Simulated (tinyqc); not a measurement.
Worked calculation: two coupled magnetic layers: synthetic antiferromagnet, spin flop, exchange bias and magnetoresistance. Computed by tinyqc, a small Python program that keeps every step. Command: `OMP_NUM_THREADS=1 python tinyqc.py 3023877 3023878 out.jsonl saf walk`. One thread of a shared host (Intel(R) Xeon(R) Processor @ 2.30GHz), about 0.4 s of CPU time with the checks. Intermediate numbers are printed to about 6 digits and carried at full precision; extremes and crossings named in words are read from the listed rows.

Moments lie in the plane at the angles p1, p2 from the field. Energy per area: E = J1 cos(p1 - p2) + J2 cos^2(p1 - p2) - B M_s (t1 cos p1 + t2 cos p2) + K (t1 sin^2 p1 + t2 sin^2 p2).

Inputs (values chosen for the exercise, for a model stack):
```
quantity                           value              unit
saturation magnetisation M_s        1350              kA/m
thickness t1                         2.8                nm
thickness t2                         2.8                nm
antiferromagnetic coupling J1      0.086            mJ/m^2
biquadratic coupling J2                0            mJ/m^2
in-plane anisotropy K                7.4            kJ/m^3
field over the saturation field     0.66                 -
spin polarisation P1                0.61                 -
spin polarisation P2                0.56                 -
resistance-area product, parallel     24  ohm micrometre^2
exchange-bias energy J_ex           0.15            mJ/m^2
```

Field direction: along the easy axis.

## Saturation field

The parallel state is stable while the Hessian at p1 = p2 = 0 is positive: with c = J1 + 2 J2 and u = B M_s + 2K, (u t1 - c)(u t2 - c) > c^2, so B_sat M_s = c (1/t1 + 1/t2) - 2K. B_K = 2K/M_s.

exchange field c (1/t1 + 1/t2)/M_s = 45.5026 mT

B_K = 10.9630 mT

saturation field B_sat = 34.5397 mT

applied field B = 22.7962 mT

## Limit of the antiparallel state

With p1 = 0, p2 = 180 degrees and c2 = J1 - 2 J2 the Hessian is [[c2 + t1 (2K + b), -c2], [-c2, c2 + t2 (2K - b)]], b = B M_s; its determinant vanishes at the positive root of t1 t2 b^2 - c2 (t1 - t2) b - [2K c2 (t1 + t2) + 4 K^2 t1 t2] = 0.

stability limit B_sf of the antiparallel state = 24.8803 mT

For equal layers this is sqrt(B_K (B_K + B_c)) with B_c = c2 (1/t1 + 1/t2)/M_s, nearly the geometric mean of anisotropy and coupling fields: 2.3 B_K. The flopped state becomes the lower one slightly earlier, so the spin flop is hysteretic.

## Equilibrium at the field B

The lowest minimum of E over both angles (from five starts; of two mirror images the one with p1 >= 0, and for equal layers |p1| <= |p2|).

p1 = 48.7001 degrees

p2 = -48.7001 degrees

m/m_sat along B = 0.660000

energy = -0.101432 mJ/m^2

The moments are canted, 97.4 degrees apart; for equal layers without J2, m/m_sat = B/B_sat = 0.66 exactly.

## Tunnel magnetoresistance against a free layer along B

Julliere: TMR = 2 P1 P2/(1 - P1 P2). Conductance G(theta) = G0 (1 + P1 P2 cos theta), so RA(theta) = RA_P (1 + P1 P2)/(1 + P1 P2 cos theta); theta = p2 for the layer next to the barrier.

TMR = 103.767 %

RA, antiparallel = 48.9040 ohm micrometre^2

RA at this field = 26.2746 ohm micrometre^2

## Pinning of a single layer

A layer t1 on an antiferromagnet is shifted by B_ex = J_ex/(M_s t1).

bias field, single layer = 39.6825 mT

## Magnetisation curve

The formulas are those given above.

Equilibrium states:
```
B/B_sat   B (mT)  p1 (degrees)  p2 (degrees)  m/m_sat
0.02      0.6908        0.0000      -180.000  0.00000
0.06      2.0724        0.0000      -180.000  0.00000
0.12      4.1448        0.0000      -180.000  0.00000
0.20      6.9079        0.0000      -180.000  0.00000
0.30     10.3619        0.0000      -180.000  0.00000
0.45     15.5429        0.0000      -180.000  0.00000
0.60     20.7238       53.1301       -53.130  0.60000
0.80     27.6317       36.8699       -36.870  0.80000
0.95     32.8127       18.1949       -18.195  0.95000
1.10     37.9937        0.0000         0.000  1.00000
```

The collinear state is the lowest in 6 row(s), with m/m_sat = (t1 - t2)/(t1 + t2) = 0.000; then the moments are canted and close at B_sat. The largest gap between m/m_sat and B/B_sat in the canted rows is 0.000.

Checks made by the program: the energy against a grid over both angles (relative difference 9e-08).
